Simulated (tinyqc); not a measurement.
CCSD on RHF in the sto-6g basis, for BeH+, spin multiplicity 1, step by step. One step of it, computed by the program tinyqc.

Task: Integrals over molecular orbitals. (pq|rs) = sum C_ip C_jq C_kr C_ls (ij|kl), one index at a time.

coefficients C, order 1Be 1s, 1Be 2s, 1Be 2px, 1Be 2py, 1Be 2pz, 2H 1s:
```
[[0.995676, -0.182340, -0.191493, 0.000000, 0.000000, 0.113833],
 [0.016710, 0.577671, 0.755758, 0.000000, 0.000000, -0.664971],
 [0.000000, 0.000000, 0.000000, -0.630767, 0.775972, 0.000000],
 [0.000000, 0.000000, 0.000000, 0.775972, 0.630767, 0.000000],
 [-0.002429, 0.286209, -0.626736, 0.000000, 0.000000, -0.947142],
 [-0.001214, 0.498532, -0.263036, 0.000000, 0.000000, 1.148111]]
```

core Hamiltonian H = T + V (hartree), order 1Be 1s, 1Be 2s, 1Be 2px, 1Be 2py, 1Be 2pz, 2H 1s:
```
[[-8.299058, -1.948051, 0.000000, 0.000000, -0.015147, -0.393016],
 [-1.948051, -2.418337, 0.000000, 0.000000, -0.129721, -0.976110],
 [0.000000, 0.000000, -1.944293, 0.000000, 0.000000, 0.000000],
 [0.000000, 0.000000, 0.000000, -1.944293, 0.000000, 0.000000],
 [-0.015147, -0.129721, 0.000000, 0.000000, -2.042704, -1.067202],
 [-0.393016, -0.976110, 0.000000, 0.000000, -1.067202, -1.877452]]
```

Two-electron integrals (ij|kl) in chemists' order, unique and non-zero (hartree):
```
(11|11) 2.299996   (21|11) 0.361879   (21|21) 0.071926   (22|11) 0.570332
(22|21) 0.139654   (22|22) 0.417773   (31|31) 0.015252   (32|31) 0.022555
(32|32) 0.092340   (33|11) 0.570332   (33|21) 0.139654   (33|22) 0.417773
(33|33) 0.450117   (41|41) 0.015252   (42|41) 0.022555   (42|42) 0.092340
(43|43) 0.024258   (44|11) 0.570332   (44|21) 0.139654   (44|22) 0.417773
(44|33) 0.401601   (44|44) 0.450117   (51|51) 0.015252   (52|51) 0.022555
(52|52) 0.092340   (53|53) 0.024258   (54|54) 0.024258   (55|11) 0.570332
(55|21) 0.139654   (55|22) 0.417773   (55|33) 0.401601   (55|44) 0.401601
(55|55) 0.450117   (61|11) 0.073751   (61|21) 0.014242   (61|22) 0.027571
(61|33) 0.027343   (61|44) 0.027343   (61|51) 0.001411   (61|52) 0.002746
(61|55) 0.028026   (61|61) 0.002983   (62|11) 0.183518   (62|21) 0.045688
(62|22) 0.149536   (62|33) 0.143825   (62|44) 0.143825   (62|51) 0.006362
(62|52) 0.037967   (62|55) 0.160958   (62|61) 0.010022   (62|62) 0.080871
(63|31) 0.004320   (63|32) 0.019868   (63|53) 0.006518   (63|63) 0.007242
(64|41) 0.004320   (64|42) 0.019868   (64|54) 0.006518   (64|64) 0.007242
(65|11) 0.199602   (65|21) 0.050305   (65|22) 0.171964   (65|33) 0.161866
(65|44) 0.161866   (65|51) 0.010261   (65|52) 0.059106   (65|55) 0.192158
(65|61) 0.011561   (65|62) 0.105667   (65|65) 0.142265   (66|11) 0.351319
(66|21) 0.089212   (66|22) 0.326419   (66|33) 0.302994   (66|44) 0.302994
(66|51) 0.014347   (66|52) 0.110838   (66|55) 0.373270   (66|61) 0.020209
(66|62) 0.226090   (66|65) 0.313154   (66|66) 0.774999
```

Give: one-electron integrals over orbitals h = C^T H C; Two-electron integrals over orbitals.

Result:

one-electron integrals over orbitals h = C^T H C (hartree):
```
[[-8.292, 0.166, 0.206, 0.000, 0.000, -0.081],
 [0.166, -2.143, -0.018, 0.000, 0.000, 0.198],
 [0.206, -0.018, -1.938, 0.000, 0.000, -0.045],
 [0.000, 0.000, 0.000, -1.944, 0.000, 0.000],
 [0.000, 0.000, 0.000, 0.000, -1.944, 0.000],
 [-0.081, 0.198, -0.045, 0.000, 0.000, -1.641]]
```

Two-electron integrals over orbitals (pq|rs), unique and non-zero (hartree):
```
(11|11) 2.284       (21|11) -0.167      (21|21) 0.021       (22|11) 0.474
(22|21) 1.35e-03    (22|22) 0.510       (31|11) -0.178      (31|21) 0.017
(31|22) -0.017      (31|31) 0.029       (32|11) 0.051       (32|21) -0.006
(32|22) -0.067      (32|31) 1.84e-03    (32|32) 0.040       (33|11) 0.554
(33|21) -0.013      (33|22) 0.319       (33|31) 3.72e-03    (33|32) 0.032
(33|33) 0.461       (41|41) 0.016       (42|41) 0.013       (42|42) 0.043
(43|41) 0.014       (43|42) 0.032       (43|43) 0.051       (44|11) 0.570
(44|21) -0.006      (44|22) 0.361       (44|31) -0.006      (44|32) 0.024
(44|33) 0.397       (44|44) 0.450       (51|51) 0.016       (52|51) 0.013
(52|52) 0.043       (53|51) 0.014       (53|52) 0.032       (53|53) 0.051
(54|54) 0.024       (55|11) 0.570       (55|21) -0.006      (55|22) 0.361
(55|31) -0.006      (55|32) 0.024       (55|33) 0.397       (55|44) 0.402
(55|55) 0.450       (61|11) 0.103       (61|21) -0.017      (61|22) -0.010
(61|31) -4.70e-03   (61|32) 0.007       (61|33) 0.017       (61|44) 2.17e-03
(61|55) 2.17e-03    (61|61) 0.019       (62|11) -0.132      (62|21) 2.59e-03
(62|22) 0.048       (62|31) 0.007       (62|32) -0.049      (62|33) -0.026
(62|44) -0.061      (62|55) -0.061      (62|61) 2.24e-03    (62|62) 0.123
(63|11) 0.052       (63|21) -3.02e-03   (63|22) -0.056      (63|31) 0.006
(63|32) 0.034       (63|33) 0.056       (63|44) 0.021       (63|55) 0.021
(63|61) 0.007       (63|62) -0.050      (63|63) 0.051       (64|41) -0.009
(64|42) -0.029      (64|43) -0.013      (64|64) 0.026       (65|51) -0.009
(65|52) -0.029      (65|53) -0.013      (65|65) 0.026       (66|11) 0.507
(66|21) -7.09e-04   (66|22) 0.510       (66|31) -0.015      (66|32) -0.067
(66|33) 0.348       (66|44) 0.366       (66|55) 0.366       (66|61) -0.007
(66|62) 0.077       (66|63) -0.057      (66|66) 0.548
```
